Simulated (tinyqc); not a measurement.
## Contact resistivity and sheet resistance from two contact lengths

Inverse problem. Rc = [sqrt(rc Rsh)/Wc] coth(Lc/(2 LT)), LT = sqrt(rc/Rsh), Wc = 40 nm; the second contact is twice as long as the first. Find LT, rc and Rsh.

Rc for Lc = 21 and 42 nm (ohm): [305.050538, 180.061690]

Answer. With t = tanh(Lc/(2 LT)) for the shorter contact, the resistance of the longer over that of the shorter is (1 + t^2)/2. Then sqrt(rc Rsh) = Rc t Wc, and rc and Rsh follow by multiplying and dividing by LT.

LT = 23.15 nm
rc = 1.200e-9 ohm cm^2
Rsh = 224.0 ohm

Program tinyqc, `OMP_NUM_THREADS=1 python tinyqc.py 2170030 2170031 out.jsonl`; Intel Xeon 2.30GHz, shared host, one thread, about 0.07 s.
